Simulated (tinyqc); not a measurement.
# Threshold-voltage variability of a planar MOSFET, analytic estimates: several studies

Three independent sources add in quadrature: random dopants in the depleted layer, metal-gate grains of two orientations, and roughness of the two gate edges acting through the roll-off VT = VT(long) - Vr exp(-L/l). These are first-order estimates: no three-dimensional electrostatics, no percolation.

Values chosen for this exercise; material values close to those of silicon: temperature T = 325 K; band gap Eg = 1.1 eV; relative permittivity of the semiconductor eps_r = 11.5; conduction-band density of states at T Nc = 3.12e19 cm^-3; valence-band density of states at T Nv = 3e19 cm^-3; channel doping Na = 2.3e18 cm^-3; oxide-equivalent thickness in inversion ti = 2.1 nm; gate length L = 65 nm; gate width W = 290 nm; metal grain size G = 10 nm; work-function difference of the two grain orientations dW = 0.1 eV; share of the orientation of higher work function p = 0.6; rms roughness of one gate edge De = 0.7 nm; correlation length of the roughness La = 30 nm; decay length of the threshold roll-off l = 13 nm; prefactor of the roll-off Vr = 2.4 V.

Constants: q = 1.602176634e-19 C, kB = 1.380649e-23 J/K, Vt = kB T/q, eps0 = 8.8541878128e-14 F/cm where lengths are in cm. Results are converted to the units shown.

Each table varies one quantity; the others keep the values above.

## Effect of the oxide-equivalent thickness in inversion

ni = sqrt(Nc Nv) exp(-Eg/(2 Vt)), Eg in volts; Cox = 3.9 eps0/ti; Wd = sqrt(4 eps0 eps_r Vt ln(Na/ni)/(q Na)); dopants: s1 = (q/Cox) sqrt(Na Wd/(3 L W)). Grains: Ng = L W/G^2 (at least 1), s2 = dW sqrt(p (1 - p)/Ng). Edges, with exponential correlation and u = W/La: the mean gate length has sL^2 = 2 De^2 (2/u)[1 - (1 - exp(-u))/u]; s3 = sL (Vr/l) exp(-L/l). s = sqrt(s1^2 + s2^2 + s3^2). l and Vr are held fixed.

The same in every row: s2 (mV) = 3.5682; s3 (mV) = 0.53036.

Effect of the oxide-equivalent thickness in inversion:
```
ti (nm)  s1 (mV)  s (mV)  s sqrt(L W) (mV um)
0.8       3.5880  5.0879              0.69855
1.2       5.3820  6.4791              0.88955
1.6       7.1760  8.0317               1.1027
2         8.9700  9.6682               1.3274
2.4       10.764  11.352               1.5586
2.8       12.558  13.066               1.7939
3.2       14.352  14.798               2.0317
```

As ti goes from 0.8 to 3.2 nm, s rises from 5.09 to 14.8 mV. The dopants are the largest source in the first and the last row. s1 goes on average as ti^(1.00).

## Effect of the gate width

Same model as above.

l and Vr are held fixed.

Effect of the gate width:
```
W (nm)  s1 (mV)  s2 (mV)  s3 (mV)  s (mV)  s sqrt(L W) (mV um)
97        16.29    6.170   0.8120   17.43                1.384
160       12.68    4.804   0.6801   13.58                1.385
260       9.947    3.768   0.5564   10.65                1.385
420       7.826    2.965   0.4485   8.381                1.385
680       6.151    2.330   0.3576   6.587                1.385
1100      4.836    1.832   0.2837   5.179                1.385
1800      3.780    1.432   0.2229   4.049                1.385
2900      2.978    1.128   0.1762   3.190                1.385
```

As W goes from 97 to 2900 nm, s falls from 17.4 to 3.19 mV. The dopants are the largest source in the first and the last row. The product s sqrt(L W) stays near 1.38 mV um: s1 and s2 count independent dopants and grains, so they go as 1/sqrt(L W), and s3 is too small to matter.

## Effect of the correlation length of the roughness

Same model as above.

l and Vr are held fixed.

The same in every row: s1 (mV) = 9.4185; s2 (mV) = 3.5682.

Effect of the correlation length of the roughness:
```
La (nm)  s3 (mV)  s (mV)  s sqrt(L W) (mV um)
2        0.14412  10.073               1.3829
5        0.22669  10.074               1.3831
10       0.31776  10.077               1.3835
20       0.44129  10.081               1.3841
40       0.60055  10.090               1.3853
80       0.78230  10.102               1.3870
160      0.94910  10.116               1.3889
```

What does the comparison show?

As La goes from 2 to 160 nm, s stays near 10.1 mV. The dopants are the largest source in the first and the last row. The edge term s3 rises from 0.144 to 0.949 mV: a longer correlation averages out less along the width.

Computed by the program tinyqc: `OMP_NUM_THREADS=1 python tinyqc.py 2090170 2090171 out.jsonl`, one thread of a shared Intel Xeon 2.30GHz, about 0.01 s for the whole run.
